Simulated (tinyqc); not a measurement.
Emission in a field: deep level as a short-range spherical well.

Constants: e^2/(4 pi eps0) = 14.39964547 eV angstrom; kB = 8.617333262e-05 eV/K.

Parameters, chosen for this exercise (near those of Ge; the results hold for these values, not for the real material):
- eps = 15.4 (static dielectric constant)
- R = 4.5 angstrom (radius of the well)
- T = 250 K (temperature)
- Fs = (1, 5, 20, 50, 100, 200) kV/cm (fields)

Et = 0.46921 eV

Barrier lowering for a charged centre (Poole-Frenkel) is 2 sqrt(q e F/eps), q = e^2/(4 pi eps0), and for the neutral well e F R; the one-dimensional enhancement is exp(lowering/kB T). 1 kV/cm = 1e-5 V/angstrom; tunnelling is left out.

Results:

| F (kV/cm) | lowering, charged (meV) | enhancement | saddle at (angstrom) | lowering, neutral (meV) | enhancement |
|---|---|---|---|---|---|
| 1 | 6.1 | 1.33 | 306 | 0.04 | 1.002 |
| 5 | 13.7 | 1.89 | 137 | 0.23 | 1.010 |
| 20 | 27.4 | 3.56 | 68 | 0.90 | 1.043 |
| 50 | 43.2 | 7.44 | 43 | 2.25 | 1.110 |
| 100 | 61.2 | 17.1 | 31 | 4.50 | 1.232 |
| 200 | 86.5 | 55.4 | 22 | 9.00 | 1.519 |

At 200 kV/cm the charged centre emits 55.4 times faster and the neutral one 1.52 times: the logarithm of the enhancement is linear in sqrt(F) for the first and in F for the second, which tells the charge state. The largest lowering is 18 % of Et.

Run: tinyqc, `OMP_NUM_THREADS=1 python tinyqc.py 1250335 1250336 out.jsonl`; Intel(R) Xeon(R) Processor @ 2.30GHz, one thread, shared host; about 0.01 s of CPU time with all checks.
